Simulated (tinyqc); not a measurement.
# Changing the reduced Fermi level eta

Model: Hall factor, magnetoresistance and optical conductivity for a power-law relaxation time. Computed by tinyqc, a small Python program. Command: `OMP_NUM_THREADS=1 python tinyqc.py 3021876 3021877 out.jsonl magneto sweep`. One thread of a shared host (Intel(R) Xeon(R) Processor @ 2.30GHz), about 0.02 s of CPU time with the checks.

One spherical parabolic band, tau(E) = tau_0 x^s with x = E/(k_B T). Landau quantisation is left out.

Inputs (values chosen for the exercise, with a mass close to that of electrons in InAs):
```
quantity          value  unit
effective mass m  0.023   m_0
exponent s         -0.5     -
tau_0               340    fs
temperature T        77     K
```

Constants: m_0 = 9.1093837015e-31 kg; k_B = 1.380649e-23 J/K; hbar = 1.054571817e-34 J s; e = 1.602176634e-19 C.

Method:
- <y> = int y x^(3/2) f (1 - f) dx / int x^(3/2) f (1 - f) dx, f = 1/(1 + exp(x - eta)).
- Integrals over x = E/(k_B T) use 160 Gauss-Legendre points in u = sqrt(x) from 0 to sqrt(max(eta, 0) + 45).
- n = (2 m k_B T)^(3/2)/(3 pi^2 hbar^3) int x^(3/2) f (1 - f) dx; moments in units of tau_0.
- mu = e <tau>/m; weak field r_H = <tau^2>/<tau>^2 and MR = c (mu B)^2, c = <tau^3>/<tau>^3 - r_H^2; strong field r_H = 1 and MR = <tau> <1/tau> - 1.

One run for each value:
```
reduced Fermi level eta  weak-field Hall factor  saturation MR (%)  drift mobility mu (cm^2/(V s))  density n (1/cm^3)
-6                                        1.178              13.16                           19551           2.819e+13
-3                                        1.175              12.94                           19420           5.570e+14
-1                                        1.157              11.74                           18691           3.731e+15
0                                         1.135              10.21                           17718           8.709e+15
1                                         1.105               8.14                           16302           1.793e+16
2                                         1.077               6.09                           14732           3.214e+16
4                                         1.039               3.25                           12069           7.411e+16
8                                         1.012               1.14                            9016           1.975e+17
15                                        1.004               0.35                            6676           5.002e+17
25                                        1.001               0.13                            5190           1.072e+18
```

Describe and explain the trends.

Over the rows, weak-field Hall factor falls from 1.18 to 1.00; saturation MR (%) falls from 13.2 to 0.130; drift mobility mu (cm^2/(V s)) falls from 19600 to 5190. In the degenerate limit r_H - 1 tends to (pi^2/3) s^2/eta^2, which is 0.00132 for the last row against 0.00131.
